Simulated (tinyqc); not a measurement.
# Thermal stress, cracking, delamination and buckling of a thin film; Griffith cracks and misfitting inclusions, step by step

A worked calculation. Computed by tinyqc, a small Python program that keeps every step. Command: `OMP_NUM_THREADS=1 python tinyqc.py 3031034 3031035 out.jsonl filmcrack walk`. One thread of a shared host (Intel(R) Xeon(R) Processor @ 2.30GHz), about 0.01 s of CPU time with the checks. Intermediate numbers are printed to about 5 digits and carried at full precision; extremes and crossings named in words are read from the listed rows.

Isotropic linear elasticity; the substrate is much thicker than the film; stress is positive in tension.

Inputs (values chosen for the exercise, for a model film): film Young's modulus E = 249 GPa; film Poisson ratio nu = 0.27; film expansion alpha_f = 4.02 1e-6/K; substrate expansion alpha_s = 3 1e-6/K; deposition temperature T_d = 675 K; final temperature T = 300 K; intrinsic stress = 790 MPa; film thickness h = 0.069 micrometre; film toughness Gamma_f = 10.1 J/m^2; interface toughness Gamma_i = 5.4 J/m^2; substrate Young's modulus E_s = 149 GPa; substrate Poisson ratio nu_s = 0.28; flaw half length a = 9 micrometre; substrate surface energy gamma_s = 2.2 J/m^2; inclusion radius R = 0.38 micrometre.

Inclusion: sphere.

## Stress in the film

Thermal strain = (alpha_f - alpha_s)(T_d - T); stress = E/(1 - nu) x strain + intrinsic stress; plane-strain modulus Ebar = E/(1 - nu^2); G0 = stress^2 h/(2 Ebar) is the energy freed per area when a long strip loses its stress across its width.

thermal strain = 3.8250e-04

film stress = 920.47 MPa

Ebar = 268.58 GPa

G0 = 0.10883 J/m^2

The film ends in tension; the thermal part is 130 MPa.

## Elastic mismatch

Dundurs alpha = (Ebar - Ebar_s)/(Ebar + Ebar_s), with Ebar_s = E_s/(1 - nu_s^2). The channel-crack factor is taken as g = 1.258 (1 - alpha)^(-0.7), a rough interpolation chosen for the exercise (1.258 is the value for matched materials).

Dundurs alpha = 0.24847

factor g = 1.5364

A stiff film on a softer substrate opens wider and cracks more easily.

## Channel cracks and edge delamination

Channel crack through the film: G = pi g G0, critical thickness where G = Gamma_f. Steady delamination from an edge: G = G0, critical thickness where G = Gamma_i.

driving force for channelling = 0.52533 J/m^2

critical thickness for channelling = 1.3266 micrometre

critical thickness for delamination = 3.4236 micrometre

As the film thickens, channel cracking comes first. At h the film is safe against both.

## Griffith crack in the substrate

Through crack of length 2a in plane strain: K_Ic = sqrt(2 gamma_s E_s/(1 - nu_s^2)); fracture stress = K_Ic/sqrt(pi a). An edge crack of depth a has K larger by 1.1215.

toughness K_Ic = 0.84343 MPa m^0.5

fracture stress, inner crack = 158.62 MPa

fracture stress, edge crack = 141.43 MPa

The inner crack lowers the strength to 1.1 % of the ideal E_s/10.

## A misfitting inclusion

Film material fills a sphere of radius R in the substrate, with the misfit e = thermal strain (it wants to shrink if e > 0). Radial stress at the wall s0 = e/[(1 - 2 nu)/E + (1 + nu_s)/(2 E_s)]; inside it is uniform and hydrostatic; outside s_rr = s0 (R/r)^3, s_tt = -s_rr/2. Keep-out radius: where |s_rr| falls to 10 MPa (R if it is lower at the wall).

radial stress at the wall s0 = 62.269 MPa

mean stress inside = 62.269 MPa

keep-out radius = 0.69910 micrometre

The stress does not depend on R; its reach scales with R.

## Film, cylinder and sphere at the same misfit

Thermal misfit e alone, mean stress = trace/3 and largest difference of principal stresses inside. Film: E e/(1 - nu) in two directions, 0 in the third. Cylinder: s0 = (1 + nu) e/[(1 + nu)(1 - 2 nu)/E + (1 + nu_s)/E_s] twice and s_zz = E e + 2 nu s0. Sphere: e/[(1 - 2 nu)/E + (1 + nu_s)/(2 E_s)] three times.

Stresses inside (MPa):
```
shape         s1      s2      s3    mean  largest difference
film      130.47  130.47    0.00  86.979              130.47
cylinder   44.42   44.42  119.23  69.354               74.81
sphere     62.27   62.27   62.27  62.269                0.00
```

The mean stress in size is 87 MPa in the film, 69 in the cylinder and 62 in the sphere, while the largest difference, twice the largest shear stress, goes from 130 through 75 to 0. In a ductile solid shear can relax by slip and hydrostatic stress cannot.

Checks made by the program: fracture stress against the maximum of 4 a gamma - pi a^2 s^2/Ebar (relative difference 1e-09).
